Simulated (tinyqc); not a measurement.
Adsorption as a lattice gas: isotherms with interactions, competition, desorption peaks and saturation dose: one step, computed by the program tinyqc.

One adsorbate per site; a molecule needs 1 empty site. Gas and surface have the same temperature.

Problem. Desorption peak without interaction. The peak obeys E/(k_B T_p^2) = (nu/beta) exp(-E/(k_B T_p)) exactly. Redhead's shortcut, with the constant 3.46 (3.64 is also in use), reads E back as k_B T_p [ln(nu' T_p/beta) - 3.46], nu' = nu.

Inputs (values chosen for the exercise, for a model surface): desorption energy E = 1.89 eV; prefactor nu = 2.6e+12 1/s; heating rate beta = 0.54 K/s.

Adsorption: molecular (first order).

Constants: k_B = 8.617333262e-05 eV/K.

Give: peak temperature T_p; E by Redhead's shortcut.

Solution.

peak temperature T_p = 680.1 K

E by Redhead's shortcut = 1.891 eV

The shortcut misses by +0.04 %, since 3.46 stands for ln(E/(k_B T_p)) = 3.47. A prefactor wrong by a factor 100 would shift E by 0.270 eV.
